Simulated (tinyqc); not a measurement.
Voltage acceleration of oxide breakdown, four models on the same data: two steps of the calculation.

Field E = V/tox in MV/cm. Models: ln(t63/1 s) = a - c X with X = E (E model), -1/E (1/E model), ln V (power law, c the exponent n) or sqrt(E).

Parameters, values chosen for the exercise: oxide thickness tox = 5.2 nm; use voltage Vu = 2.9 V; stress temperature Ts = 373 K; use temperature Tu = 358 K; activation energy Ea = 0.87 eV; factor for area and percentile ks = 1.9e-6.

Constants: q = 1.602176634e-19 C, kB = 1.380649e-23 J/K. Results are converted to the units shown.

Question 1. Fitting the models. The three stress times were made with the E model, c = 2.58, and are treated as data. For each model fit ln t63 on X by least squares over the three points.

```
stress,V (V),t63 (s)
0,5.05,23060
1,5.72,830
2,6.55,13.51
```

Find: c; a; largest misfit in ln t63 (0: below 0.002).

Answer 1.

```
model,c,a,largest misfit in ln t63 (0: below 0.002)
E,2.5800,35.102,0.00000
1/E,315.30,-22.263,0.32143
power,28.642,56.512,0.16031
sqrt E,17.211,63.723,0.07985
```

The worst misfit of any model is 0.32 in ln t63, a factor of 1.38 in time, comparable to the scatter of t63 from small samples, so such data hardly tell the models apart.

Question 2. Projection to use conditions. Project to Vu, multiply by exp[(Ea q/kB)(1/Tu - 1/Ts)] and by ks; ten years are 3.15576e8 s. The largest voltage for ten years solves the same relation for V.

```
model,c,a
E,2.5800370,35.101929
1/E,315.29832,-22.263484
power,28.642127,56.512095
sqrt E,17.210830,63.723443
```

Give: temperature factor; lifetime; largest voltage for ten years.

Answer 2.

temperature factor = 3.1083

```
model,lifetime (years),largest voltage for ten years (V)
E,1.8528e-4,0.70389
1/E,143.43,3.0434
power,0.037240,2.3856
sqrt E,0.0019740,1.8105
```

The lifetimes span 5.89 decades, from the E model (most cautious) to the 1/E model; the allowed voltage spans 0.704 to 3.04 V. 1 of the four models pass ten years at Vu.

Range of the model: All four laws are empirical fits; none is established far below the stress range.

tinyqc, about 0.01 s, one thread, Intel Xeon 2.30GHz (shared host): `OMP_NUM_THREADS=1 python tinyqc.py 2070117 2070118 out.jsonl`
